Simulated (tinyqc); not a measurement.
Inside a calculation: dielectric confinement in a thin film (image charges). Values are carried at full precision from step to step, so a last printed digit may differ when a step is redone from the rounded ones.

A film |z| < t/2 of dielectric constant eps between half-spaces of dielectric constant e2; lam = (eps - e2)/(eps + e2), q = e^2/(4 pi eps0). The self-energy of a band edge is taken with the high-frequency value, e2 = eh, and the field of a fixed ion with the static one, e2 = eo. A charge at z has images lam^|n| at n t + (-1)^n z. Its self-energy is S(z) = (q/2 eps) sum over n >= 1 of lam^n [1/(n t - 2z) + 1/(n t + 2z)] for odd n and 2 lam^n/(n t) for even n; at the centre S(0) = -(q/(eps t)) ln(1 - lam).

Constants: e^2/(4 pi eps0) = 14.39964547 eV angstrom; hbar^2/2m0 = 3.80998211 eV angstrom^2; Ry = 13.60569312 eV.

Parameters, chosen for this exercise (near those of a Si (100) film, two-fold valleys, between layers of HfO2; not measured data): t = 72 angstrom (film thickness); eps = 11.5 (dielectric constant of the film); eh = 4 (high-frequency dielectric constant outside); mz = 0.949 m0 (mass across the film); eo = 21 (static dielectric constant outside); m = 0.186 m0 (mass in the plane).

## Images for a charge at the centre

Give lam, the first five terms (q/eps) lam^n/(n t), their sum and the closed form.

lam = 0.4839

terms (meV): [8.41, 2.04, 0.66, 0.24, 0.09]

sum of five = 11.44 meV
S(0) = 11.50 meV

The surroundings screen less than the film, so the images repel and each band edge moves outwards: the gap changes by about 2 S = +23 meV. The static value 21 would give S(0) = -4.5 meV.

## Self-energy across the film

S at 2z/t = 0, 0.2, 0.4, 0.6, 0.8 and 0.9, summed to n = 399.

Self-energy:
```
2z/t  z (angstrom)  S (meV)
0.0            0.0    11.50
0.2            7.2    11.86
0.4           14.4    13.12
0.6           21.6    16.26
0.8           28.8    26.52
0.9           32.4    47.44
```

Towards the wall S diverges as (q lam/4 eps)/(distance), an artefact of the abrupt interface that the vanishing envelope makes harmless.

## Shift of the subband edge

First order: <S> over the envelope (2/t) cos^2(pi z/t), beside the confinement energy c (pi/t)^2/mz, c = hbar^2/2m0.

<S> = 13.35 meV
confinement energy = 7.64 meV

|<S>| is 1.75 times the confinement energy; the first goes as 1/t and the second as 1/t^2, so they are equal at t = 41 angstrom.

## Binding of a donor

Donor at the centre, lam from the static eo, trial function cos(pi z/t) exp(-rho/l): E(l) = c/(m l^2) - (q/eps) times the integral over k of F(k t) (1 + (k l/2)^2)^(-3/2), with F(x) = F0 + 2 lam exp(-x) G/(1 - lam exp(-x)), F0 = 2[(1 - exp(-x/2))/x + x (1 + exp(-x/2))/(x^2 + 4 pi^2)], G = 2 sinh(x/2)[1/x - x/(x^2 + 4 pi^2)]; c = hbar^2/2m0. The binding energy is -E at the minimum, counted from the subband edge with its self-energy.

Minimise over l with and without images (lam = 0); Ry* = Ry m/eps^2.

Donor:
```
case         l (angstrom)  binding (meV)  in Ry*
no images            33.3           32.7    1.71
with images          34.3           24.6    1.29
```

Ry* = 19.14 meV

The images change the binding by -8.1 meV, against -2 (q/(eps t)) ln(1 - lam) = -8.9 meV for an orbit much smaller than t. At 300 K the binding is 1.0 kB T.

## Checks

- S(0) from the series against the closed form, meV: both 11.50.
- F(2.3) for lam = 0.4839 from a direct sum over images against the closed form: both 0.8406.

Program tinyqc; command `OMP_NUM_THREADS=1 python tinyqc.py 1251202 1251203 out.jsonl`; about 0.04 s on one thread of a shared Intel(R) Xeon(R) Processor @ 2.30GHz.
